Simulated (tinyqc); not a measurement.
## Doping from the body effect

Problem. The threshold of a long MOSFET, counted against the source, shifts by gamma (sqrt(2 phiF + Vsb) - sqrt(2 phiF)) with gamma = sqrt(2 eps0 eps_r q N)/Cox. Find 2 phiF, gamma and N from two shifts.

Inputs (values chosen for the exercise):
- eps_r = 11.5 (relative permittivity)

Constants: q = 1.602176634e-19 C, eps0 = 8.8541878128e-14 F/cm where lengths are in cm. Results are converted to the units shown.

|VT - VT(0)| at source-body biases 0.9 and 2.3 V (V): [0.28390894, 0.60750523]
Cox = 0.86328331 uF/cm^2

Answer. The ratio of the shifts depends on 2 phiF alone and rises steadily with it, so it fixes 2 phiF; either shift then gives gamma, and gamma gives N.

2 phiF = 0.9082 V
gamma = 0.7248 V^0.5
N = 1.200e18 cm^-3

Computed by the program tinyqc: `OMP_NUM_THREADS=1 python tinyqc.py 2060155 2060156 out.jsonl`, one thread of a shared Intel Xeon 2.30GHz, about 0.01 s for the whole run.
